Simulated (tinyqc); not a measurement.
# Conductivities from two wire lengths

Question. A wire with uniform heating p0 per length and ends at the substrate temperature has theta(L/2) = (p0/g)[1 - 1/cosh(L/(2 LH))], LH = sqrt(kap A/g). Find LH, g and kap.

Inputs (values chosen for the exercise): cross-section A = 410 nm^2; heating per length p0 = 0.014 uW/nm.

theta at the middle for L = 600 and 1200 nm (K): 27.138619  56.859147

Answer. With c = cosh(L1/(2 LH)) the longer wire has 2 c^2 - 1. The ratio of the two rises falls steadily from 4 to 1 as c grows, so it fixes c; g and kap follow.

LH = 302 nm
g = 0.180 W/(m K)
kap = 40.0 W/(m K)

Program tinyqc, `OMP_NUM_THREADS=1 python tinyqc.py 2520108 2520109 out.jsonl`; Intel Xeon 2.30GHz, shared host, one thread, about 0.01 s.
